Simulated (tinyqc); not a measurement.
k.p values derived from sp3s* tight binding at Gamma: one step. Electron mass. Three cases, with inputs chosen for the exercise.

Problem. m0/m = [<S+|d2H/dkx^2|S+>/2 + sum P^2/(E(S+) - E(P))]/c over P- and P+, with the direct term -(a/4)^2 sa sc Vss.

At Gamma the states are two-level mixtures: s-like S+ (upper) and S- (lower) from [[Esa, Vss], [Vss, Esc]], p-like P- (valence) and P+ from [[Epa, Vxx], [Vxx, Epc]], and the bare s* levels. With real k in 1/angstrom and kz = 0, the phase sums over the four bonds are g0 = 1 - (a k/4)^2/2, g1 = i a kx/4, g3 = -(a/4)^2 kx ky to second order. Each mixture is written (anion, cation) with the anion part positive. c = hbar^2/2m0. No spin-orbit coupling.

Constants: hbar^2/2m0 = 3.80998211 eV angstrom^2.

Case 1.

Values chosen (out of a larger set: near a published set for GaAs, fitted to gaps, whose masses and valley positions are rough; not measured data): a = 5.65 angstrom (lattice constant); Vss = -6.48 eV (s-s).

States:

| state | E (eV) | anion part | cation part |
|---|---|---|---|
| S- | -12.551619 | 0.8365143 | 0.5479451 |
| P- | -0.005309 | 0.8818965 | -0.4714431 |
| S+ | 1.585619 | 0.5479451 | -0.8365143 |
| P+ | 4.711309 | 0.4714431 | 0.8818965 |

Couplings:

| pair | P (eV angstrom) | E(first) - E(second) (eV) |
|---|---|---|
| S+ to P- | -7.639786 | 1.590928 |
| S+ to P+ | -0.140030 | -3.125690 |
| S- to P- | 1.426836 | -12.546310 |
| s*a to P- | -3.217028 | 8.616309 |
| s*c to P- | 5.987978 | 6.770309 |

Case 2.

Values chosen (out of a larger set: near a published set for GaAs, fitted to gaps, whose masses and valley positions are rough; not measured data): a = 5.658 angstrom (lattice constant); Vss = -6.39 eV (s-s).

States:

| state | E (eV) | anion part | cation part |
|---|---|---|---|
| S- | -12.470678 | 0.8376534 | 0.5462022 |
| P- | 0.009133 | 0.8826682 | -0.4699967 |
| S+ | 1.495678 | 0.5462022 | -0.8376534 |
| P+ | 4.675867 | 0.4699967 | 0.8826682 |

Couplings:

| pair | P (eV angstrom) | E(first) - E(second) (eV) |
|---|---|---|
| S+ to P- | -7.659383 | 1.486545 |
| S+ to P+ | -0.123789 | -3.180189 |
| S- to P- | 1.408647 | -12.479811 |
| s*a to P- | -3.211699 | 8.571867 |
| s*c to P- | 5.999206 | 6.744867 |

Case 3.

Values chosen (out of a larger set: near a published set for AlAs, fitted to gaps, whose masses and valley positions are rough; not measured data): a = 5.662 angstrom (lattice constant); Vss = -6.722 eV (s-s).

States:

| state | E (eV) | anion part | cation part |
|---|---|---|---|
| S- | -11.824423 | 0.8460596 | 0.5330884 |
| P- | -0.017083 | 0.8833410 | -0.4687310 |
| S+ | 3.079423 | 0.5330884 | -0.8460596 |
| P+ | 4.562083 | 0.4687310 | 0.8833410 |

Couplings:

| pair | P (eV angstrom) | E(first) - E(second) (eV) |
|---|---|---|
| S+ to P- | -7.611308 | 3.096506 |
| S+ to P+ | 0.319520 | -1.482660 |
| S- to P- | 0.794720 | -11.807340 |
| s*a to P- | -2.992998 | 7.567083 |
| s*c to P- | 6.190578 | 6.769083 |

Give: parts of m0/m; mass.

Solution.

Case 1.

parts of m0/m: direct -1.555, from P- 9.629, from P+ -0.002

mass = 0.1239 m0

The valence band supplies 119 % of m0/m; the direct term, which stands in for the free-electron 1, is -1.56. Sets of this kind were fitted to gaps and often give too heavy a mass, by up to a factor of two.

Case 2.

parts of m0/m: direct -1.535, from P- 10.358, from P+ -0.001

mass = 0.1134 m0

The valence band supplies 117 % of m0/m; the direct term, which stands in for the free-electron 1, is -1.54. Sets of this kind were fitted to gaps and often give too heavy a mass, by up to a factor of two.

Case 3.

parts of m0/m: direct -1.594, from P- 4.910, from P+ -0.018

mass = 0.3032 m0

The valence band supplies 149 % of m0/m; the direct term, which stands in for the free-electron 1, is -1.59. S+ is not the lowest valley of AlAs; this is the mass of the Gamma level.

Computed by tinyqc, one run a case: `OMP_NUM_THREADS=1 python tinyqc.py N N+1 out.jsonl` with N = 1481410, 1481466, 1482010; one thread of a shared Intel(R) Xeon(R) Processor @ 2.30GHz, about 0.01 s a run at most.
